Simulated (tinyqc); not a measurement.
From results back to parameters: periodic multilayer mirror for extreme ultraviolet light. Two cases, with inputs chosen for the exercise.

Problem. With a mean index 1 - dm the Bragg wavelength is lam_B = 2 L sqrt((1 - dm)^2 - sin^2 theta). It is given at 0 degrees and at th2; L and dm are hidden. Then the absorber share is Gm = (dm - delta_S)/(delta_A - delta_S), with the first entries of dS and dA; L is the period.

Case 1.

Values chosen (out of a larger set: optical constants near those of Mo and Si at 13.5 nm; not measured data): th2 = 20 degrees (second angle); dA = (0.0779, 0.0061) (delta and beta of the absorber, N = 1 - delta + i beta); dS = (0.0009, 0.00172) (delta and beta of the spacer and the substrate).

lam_B at 0 = 13.573378 nm
lam_B at th2 = 12.708464 nm

Case 2.

Values chosen (out of a larger set: optical constants near those of Mo and Si at 13.5 nm; not measured data): th2 = 20 degrees (second angle); dA = (0.076, 0.00658) (delta and beta of the absorber, N = 1 - delta + i beta); dS = (0.0011, 0.00189) (delta and beta of the spacer and the substrate).

lam_B at 0 = 13.588664 nm
lam_B at th2 = 12.722224 nm

Find: L; dm; Gm.

Solution. The difference of the squares is 4 L^2 sin^2(th2); then 1 - dm = lam_B(0)/(2 L).

Case 1.

L = 6.970 nm
dm = 0.0263
Gm = 0.33

Case 2.

L = 6.980 nm
dm = 0.0266
Gm = 0.34

Computed by tinyqc, one run a case: `OMP_NUM_THREADS=1 python tinyqc.py N N+1 out.jsonl` with N = 1650523, 1650536; one thread of a shared Intel(R) Xeon(R) Processor @ 2.30GHz, about 0.01 s a run at most.
